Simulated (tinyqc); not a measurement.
# Fermi-level pinning at a metal contact (Cowley-Sze model): what changes with what

Interface states of density Ds lie behind a thin layer of thickness dl. Neglecting the depletion charge, the barrier for electrons is phi = S (pM - chi) + (1 - S) E0 with S = 1/(1 + q Ds dl/(eps0 ei)); the barrier for holes is Eg - phi.

Values chosen for this exercise; material values close to those of gallium nitride:
```
symbol,value,unit,meaning
Eg,3.42,eV,band gap
chi,4.12,eV,electron affinity
Ds,6.1e12,cm^-2 eV^-1,density of interface states
E0,1.7,eV,depth of their neutrality level below the conduction edge
dl,0.32,nm,thickness of the interface layer
ei,2.5,,its relative permittivity
pM,4.52,eV,metal work function
```

Constants: q = 1.602176634e-19 C, eps0 = 8.8541878128e-14 F/cm where lengths are in cm. Results are converted to the units shown.

Each table varies one quantity; the others keep the values above.

## Barrier against work function

phi is listed beside the Schottky-Mott value pM - chi.

Barrier against work function:
```
pM (eV)	pM - chi (eV)	phi (eV)
3.4	-0.72000	-0.42041
3.7	-0.42000	-0.15755
4	-0.12000	0.10531
4.3	0.18000	0.36817
4.6	0.48000	0.63103
4.9	0.78000	0.89389
5.2	1.0800	1.1568
5.5	1.3800	1.4196
5.8	1.6800	1.6825
```

phi rises with slope S = 0.876, by 2.10 eV over 2.40 eV of work function, and equals the Schottky-Mott value at pM = chi + E0 = 5.82 eV. For pM = 3.4, 3.7 phi lies outside the gap, where band states take over and the formula no longer holds.

## Unpinning by a thin insulator

Same model as above.

An inserted insulator of thickness t and permittivity 5.9 damps the metal-induced states, Ds(t) = Ds exp(-t/0.45 nm), and adds t/5.9 to dl/ei.

Results:
```
t (nm)	Ds(t) (cm^-2 eV^-1)	S	phi (eV)
0	6.1000e12	0.87620	0.56093
0.3	3.1318e12	0.90797	0.51964
0.6	1.6079e12	0.93735	0.48144
1.2	4.2385e11	0.97521	0.43222
1.5	2.1761e11	0.98517	0.41928
1.8	1.1173e11	0.99132	0.41128
2.1	5.7362e10	0.99500	0.40650
2.4	2.9450e10	0.99716	0.40369
```

Estimate the missing row, t = 0.9 nm.

Computed row:
```
t (nm)	Ds(t) (cm^-2 eV^-1)	S	phi (eV)
0.9	8.2555e11	0.95978	0.45229
```

With this row back in the table: S rises from 0.876 to 0.997, and phi falls from 0.561 to 0.404 eV, towards pM - chi = 0.400 eV. The insulator also adds a tunnelling resistance, which is not counted here and sets a best thickness.

tinyqc, about 0.01 s, one thread, Intel Xeon 2.30GHz (shared host): `OMP_NUM_THREADS=1 python tinyqc.py 2430027 2430028 out.jsonl`
